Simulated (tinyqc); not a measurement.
# Scale length and barrier from the threshold roll-off

Inverse problem. For L well above Lambda the threshold falls by 2 m sqrt(A (A + Vds)) exp(-pi L/(2 Lambda)), A being the height of the source potential over the barrier top; the two values follow this form. Find Lambda and A.

Parameters, values chosen for the exercise:
- m = 1 (long-channel body factor)
- Vds = 0.5 V (drain voltage)

threshold lowering at L = 35 and 56 nm (mV): 60.776625  9.1157637

Solution. The ratio of the two values gives Lambda; the prefactor gives A (A + Vds), a quadratic with one positive root.

Lambda = 17.39 nm
A = 0.5100 V

Program tinyqc, `OMP_NUM_THREADS=1 python tinyqc.py 2420055 2420056 out.jsonl`; Intel Xeon 2.30GHz, shared host, one thread, about 0.01 s.
